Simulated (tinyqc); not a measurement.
Enthalpies against pressure: pressure-driven transition between two phases with analytic equations of state. Computed by tinyqc, a small Python program. Command: `OMP_NUM_THREADS=1 python tinyqc.py 3030246 3030247 out.jsonl transition walk`. One thread of a shared host (Intel(R) Xeon(R) Processor @ 2.30GHz), about 0.03 s of CPU time with the checks.

Each phase obeys E = E0 + (9 B0 V0/h^2) {1 + [h (1 - x) - 1] exp(h (1 - x))}, P = 3 B0 (1 - x) x^-2 exp(h (1 - x)), x = (V/V0)^(1/3), h = (3/2)(B' - 1); E0 = 0 for phase 1 and Delta E0 for phase 2. H = E + P V.

Inputs (values chosen for the exercise, for two model phases):
```
quantity,value,unit
volume V0 of phase 1,16.1,angstrom^3/atom
B0 of phase 1,111,GPa
B' of phase 1,3.68,-
volume V0 of phase 2,11.9,angstrom^3/atom
B0 of phase 2,132,GPa
B' of phase 2,4.49,-
"energy of phase 2 above phase 1, Delta E0",0.024,eV/atom
```

Equation of state: Vinet.

Constants: 1 eV/angstrom^3 = 160.2176634 GPa.

Method. Start from P = Delta E0/(V0 of phase 1 - V0 of phase 2); at each P solve P(V) = P for both phases and step P(new) = P - (H_2 - H_1)/(V_2 - V_1); stop when |H_2 - H_1| < 1e-10 eV. At the zero-temperature transition the volume change is V_2/V_1 - 1 and the work is P (V_1 - V_2). For each P solve P(V) = P in both phases.

transition pressure = 0.921001 GPa

V_1 at the transition = 15.9689 angstrom^3

V_2 at the transition = 11.8185 angstrom^3

Both phases:
```
P (GPa),V_1 (angstrom^3),V_2 (angstrom^3),H_2 - H_1 (meV/atom),stable
0.00,16.100,11.900,24.000,phase 1
0.23,16.067,11.879,17.980,phase 1
0.46,16.034,11.859,11.977,phase 1
0.69,16.001,11.839,5.993,phase 1
0.85,15.979,11.825,1.840,phase 1
0.99,15.959,11.813,-1.787,phase 2
1.20,15.930,11.794,-7.215,phase 2
1.50,15.889,11.769,-14.944,phase 2
```

H_2 - H_1 changes with slope V_2 - V_1, from -4.200 to -4.120 angstrom^3 per atom over the table, and passes zero at 0.92 GPa. An error of 10 meV per atom in Delta E0 moves the transition by about 0.39 GPa.
